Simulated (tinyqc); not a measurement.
Six-band Luttinger-Kohn model with strain: one step. Strain from a uniaxial [100] stress. Two cases, with inputs chosen for the exercise.

Problem. s11 = (C11 + C12)/((C11 - C12)(C11 + 2 C12)), s12 = -C12/((C11 - C12)(C11 + 2 C12)), s44 = 1/C44; exx = s11 sxx + s12 (syy + szz) and cyclic, exy = s44 sxy/2; tension is positive. A uniaxial stress X along the unit vector n is s_ij = X n_i n_j.

Give: s11, s12, s44; strain tensor.

Case 1.

Values chosen (near those of Si; the results hold for these values, not for the real material): C11 = 166 GPa; C12 = 64.9 GPa; C44 = 80.1 GPa; load = uniaxial [100] (kind of stress); X = 1.88 GPa (stress).

Solution.

s11, s12, s44 (1/TPa): 7.7210  -2.1702  12.4844

strain tensor:
```
          x          y          z
x  0.014516   0.000000   0.000000
y  0.000000  -0.004080   0.000000
z  0.000000   0.000000  -0.004080
```

The volume changes by +0.636 %; there is no shear in the cubic axes, so d does not enter.

Case 2.

Values chosen (near those of GaSb; the results hold for these values, not for the real material): C11 = 89.6 GPa; C12 = 41.4 GPa; C44 = 43.7 GPa; load = uniaxial [100] (kind of stress); X = 0.36 GPa (stress).

Solution.

s11, s12, s44 (1/TPa): 15.7647  -4.9821  22.8833

strain tensor:
```
          x          y          z
x  0.005675   0.000000   0.000000
y  0.000000  -0.001794   0.000000
z  0.000000   0.000000  -0.001794
```

The volume changes by +0.209 %; there is no shear in the cubic axes, so d does not enter.

Computed by tinyqc, one run a case: `OMP_NUM_THREADS=1 python tinyqc.py N N+1 out.jsonl` with N = 1081056, 1081222; one thread of a shared Intel(R) Xeon(R) Processor @ 2.30GHz, about 0.08 s a run at most.
